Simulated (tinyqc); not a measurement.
Energy against coordination: Gupta-type many-body potential for a metal. Computed by tinyqc, a small Python program. Command: `OMP_NUM_THREADS=1 python tinyqc.py 3025774 3025775 out.jsonl gupta walk`. One thread of a shared host (Intel(R) Xeon(R) Processor @ 2.30GHz), about 0.01 s of CPU time with the checks.

E_i = sum_j A exp(-p (r_ij/r0 - 1)) - xi rho_i^gamma, with rho_i = sum_j exp(-2 q (r_ij/r0 - 1)); gamma = 1/2 is the tight-binding second-moment form. The crystal is fcc unless stated; d is the neighbour distance and a fixed number of shells is kept.

Inputs (values chosen for the exercise, modelled on platinum):
```
quantity                  value      unit
repulsion A               0.305        eV
hopping xi                 2.71        eV
decay p                    10.4         -
decay q                    4.01         -
reference distance r0     2.775  angstrom
embedding exponent gamma    0.5         -
```

Method. Nearest neighbours only, z equal bonds relaxed to their best length: r/r0 = 1 + ln[A p z^(1 - gamma)/(2 q gamma xi)]/(p - 2 q gamma), E = z A exp(-p (r/r0 - 1)) - xi [z exp(-2 q (r/r0 - 1))]^gamma.

Relaxed bonds:
```
z   r (angstrom)  E per atom (eV)  E/z (eV)
1         2.2402          -3.6061   -3.6061
2         2.3908          -4.1029   -2.0515
3         2.4788          -4.4247   -1.4749
4         2.5413          -4.6683   -1.1671
6         2.6293          -5.0344   -0.8391
8         2.6918          -5.3115   -0.6639
9         2.7173          -5.4293   -0.6033
12        2.7798          -5.7281   -0.4773
```

Bonds lengthen from 2.240 to 2.780 angstrom between z = 1 and 12, and |E| grows as z^0.186, the exponent gamma (p - 2q)/(p - 2 q gamma) = 0.186; pair bonds would give z^1 at a fixed length.

Extremes, crossings and ranges named in words are read from the listed rows.
